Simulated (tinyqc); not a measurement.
From results back to parameters: density of states of one tight-binding band on the square lattice. Two cases, with inputs chosen for the exercise.

Problem. For E(k) = -2 t (c1 + c2) - 4 t2 c1 c2, ci = cos(2 pi ki), with |t2| < t/2 the band has its bottom at Gamma, its top at M = (1/2, 1/2) and its logarithmic peak at X = (1/2, 0). Only differences are known.

Case 1.

peak above the bottom = 9.5600 eV
top above the peak = 9.5600 eV

Case 2.

peak above the bottom = 4.3600 eV
top above the peak = 6.6000 eV

Find: t; t2.

Solution. E(Gamma) = -4t - 4 t2, E(X) = 4 t2, E(M) = 4t - 4 t2: the sum of the two differences is 8 t, their difference 16 t2.

Case 1.

t = 2.390 eV
t2 = 0.000 eV

Case 2.

t = 1.370 eV
t2 = -0.140 eV

Computed by tinyqc, one run a case: `OMP_NUM_THREADS=1 python tinyqc.py N N+1 out.jsonl` with N = 1681304, 1681434; one thread of a shared Intel(R) Xeon(R) Processor @ 2.30GHz, about 0.08 s a run at most.
